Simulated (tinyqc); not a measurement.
Interband optics of a two-band s-p chain from momentum matrix elements: one step. Hamiltonian and velocity at one k. Two cases, with inputs chosen for the exercise.

Task: Form H and W = dH/dk.

H(k) = [[Es - 2 ts cos ka, 2i V sin ka], [-2i V sin ka, Ep_ + 2 tp cos ka]] in the basis s, p; the lower band is full, with two electrons a cell. The velocity operator times hbar is W = dH/dk (eV angstrom); intra-atomic dipoles are left out.

Give: H; W.

Case 1.

Values chosen:
- a = 2.55 angstrom (period)
- Es = 3.2 eV (upper orbital (s))
- Ep_ = -3.11 eV (lower orbital (p))
- ts = 0.52 eV (s-s hopping)
- tp = 0.68 eV (p-p hopping)
- V = 1.17 eV (s-p hopping)
- k = 0.04 2 pi/a (wave vector)

Result:

H (eV), rows s, p and columns alike:
```
[[2.1927, 0.5819i],
 [-0.5819i, -1.7927]]
```

W (eV angstrom), rows s, p and columns alike:
```
[[0.6595, 5.7795i],
 [-5.7795i, -0.8625]]
```

Case 2.

Values chosen:
- a = 2.41 angstrom (period)
- Es = 3.11 eV (upper orbital (s))
- Ep_ = -3.25 eV (lower orbital (p))
- ts = 0.52 eV (s-s hopping)
- tp = 0.22 eV (p-p hopping)
- V = 1.47 eV (s-p hopping)
- k = 0.08 2 pi/a (wave vector)

Result:

H (eV), rows s, p and columns alike:
```
[[2.1986, 1.4164i],
 [-1.4164i, -2.8644]]
```

W (eV angstrom), rows s, p and columns alike:
```
[[1.2075, 6.2090i],
 [-6.2090i, -0.5109]]
```

Computed by tinyqc, one run a case: `OMP_NUM_THREADS=1 python tinyqc.py N N+1 out.jsonl` with N = 1680369, 1680455; one thread of a shared Intel(R) Xeon(R) Processor @ 2.30GHz, about 0.01 s a run at most.
